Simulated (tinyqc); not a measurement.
Long-channel MOSFET, surface-potential model: one step of the calculation.

n-channel transistor on a uniformly doped p-type body, gradual-channel approximation, constant mobility, Boltzmann statistics, full ionisation. Potentials are counted from the neutral body; V is the electron quasi-Fermi potential, Vsb at the source and Vsb + Vds at the drain. Charges are magnitudes per area.

Problem. Body potential, insulator capacitance and body factor. ni = sqrt(Nc Nv) exp(-Eg/(2 Vt)), Eg in volts; phiF = Vt ln(Na/ni); Cox = eps0 eox/tox; gamma = sqrt(2 q eps0 eps_r Na)/Cox. VT = Vfb + 2 phiF + gamma sqrt(2 phiF + Vsb), m = 1 + gamma/(2 sqrt(2 phiF + Vsb)).

Parameters, values chosen for the exercise; material values close to those of silicon: temperature T = 400 K; band gap Eg = 1.13 eV; relative permittivity of the semiconductor eps_r = 11.8; conduction-band density of states at T Nc = 4.37e19 cm^-3; valence-band density of states at T Nv = 4.02e19 cm^-3; acceptor density of the body Na = 7.6e16 cm^-3; relative permittivity of the gate insulator eox = 7.73; insulator thickness tox = 17 nm; flat-band voltage Vfb = -0.46 V; source-body reverse bias Vsb = 0 V.

Constants: q = 1.602176634e-19 C, kB = 1.380649e-23 J/K, Vt = kB T/q, eps0 = 8.8541878128e-14 F/cm where lengths are in cm. Results are converted to the units shown.

Wanted: ni; phiF; Cox; gamma; VT; m.

Solution.

ni = 3.189e12 cm^-3
phiF = 0.3474 V
Cox = 0.4026 uF/cm^2
gamma = 0.3962 V^0.5
VT = 0.5651 V
m = 1.238

tinyqc, about 0.05 s, one thread, Intel Xeon 2.30GHz (shared host): `OMP_NUM_THREADS=1 python tinyqc.py 2360122 2360123 out.jsonl`
